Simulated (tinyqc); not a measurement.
Chemically amplified photoresist: aerial image, acid generation, bake, development and line width. Inputs raised by 10 %, one at a time. Computed by tinyqc, a small Python program. Command: `OMP_NUM_THREADS=1 python tinyqc.py 3003008 3003009 out.jsonl resist sens`. One thread of a shared host (Intel(R) Xeon(R) Processor @ 2.30GHz), about 0.04 s of CPU time with the checks.

Lines and spaces of pitch p with a two-beam-like image; x = 0 is the middle of the bright space. The resist is positive and treated as uniform in depth.

Inputs (values chosen for the exercise, for a model resist at 248 nm):
```
quantity,value,unit
pitch p,360,nm
image contrast c,0.8,-
mean dose E,18.4,mJ/cm^2
Dill parameter C,0.041,cm^2/mJ
"quencher load q, relative to the acid generator",0.19,-
acid diffusivity D,4.5,nm^2/s
bake time t,45,s
amplification rate k_amp,0.043,1/s
threshold protection m_th,0.45,-
development selectivity n,20,-
largest rate r_max,320,nm/s
smallest rate r_min,0.014,nm/s
resist thickness d,410,nm
development time t_d,45,s
```

Method:
- Dose E(x) = E [1 + c cos(2 pi x/p)]; acid h = 1 - exp(-C E(x)).
- Bake: the acid image is blurred by a Gaussian of variance sigma^2 = 2 D t (each Fourier term k of h, taken on 64 points, is multiplied by exp(-4 pi^2 k^2 D t/p^2)).
- Cosine coefficients: h(x) = sum_k h_k cos(2 pi k x/p).
- The quencher then removes q, h_eff = max(h_blurred - q, 0); protection m = exp(-k_amp t h_eff).
- Mack rate r = r_max (a + 1)(1 - m)^n/(a + (1 - m)^n) + r_min, a = ((n + 1)/(n - 1))(1 - m_th)^n.
- Edge: vertical development clears the film where r t_d >= d; the space width is twice the x where r = d/t_d.
- Dose sensitivity = d ln(width)/d ln E from widths at 1.005 E and E/1.005; image log-slope at the edge = |d ln E/dx|, normalised by the width (NILS); latitude for 10 % of width = 10 %/sensitivity.

Runs:
```
input moved,from,to,space width (nm),dose sensitivity,dose latitude (%),blur factor of the first harmonic
base run,-,-,183.6,0.7701,12.99,0.9402
mean dose E (mJ/cm^2),18.4,20.24,196.6,0.6631,15.08,0.9402
image contrast c,0.8,0.88,182.5,0.6999,14.29,0.9402
Dill parameter C (cm^2/mJ),0.041,0.0451,196.6,0.6631,15.08,0.9402
acid diffusivity D (nm^2/s),4.5,4.95,183.3,0.7746,12.91,0.9344
amplification rate k_amp (1/s),0.043,0.0473,195.5,0.6738,14.84,0.9402
development time t_d (s),45,49.5,184.5,0.7621,13.12,0.9402
threshold protection m_th,0.45,0.495,197.9,0.6567,15.23,0.9402
```

Exponents ln(y'/y) / ln(x'/x):
```
input,space width,dose sensitivity,dose latitude,blur factor of the first harmonic
mean dose E,0.714,-1.569,1.569,0.000
image contrast c,-0.063,-1.003,1.003,0.000
Dill parameter C,0.714,-1.569,1.569,0.000
acid diffusivity D,-0.019,0.061,-0.061,-0.065
amplification rate k_amp,0.658,-1.401,1.401,0.000
development time t_d,0.051,-0.110,0.110,0.000
threshold protection m_th,0.785,-1.672,1.672,0.000
```

To which inputs is each result most sensitive?

Among the inputs moved here: space width answers most in size to threshold protection m_th (exponent +0.785), next to mean dose E (+0.714). Dose sensitivity answers most in size to threshold protection m_th (exponent -1.672), next to mean dose E (-1.569). Dose latitude answers most in size to threshold protection m_th (exponent +1.672), next to mean dose E (+1.569). Blur factor of the first harmonic answers most in size to acid diffusivity D (exponent -0.065); its exponent is below 0.0005 for mean dose E, image contrast c, Dill parameter C, amplification rate k_amp, development time t_d, threshold protection m_th.

Caution (all rows): lateral development, standing waves and the joint diffusion of acid and quencher are left out, so widths are indicative.
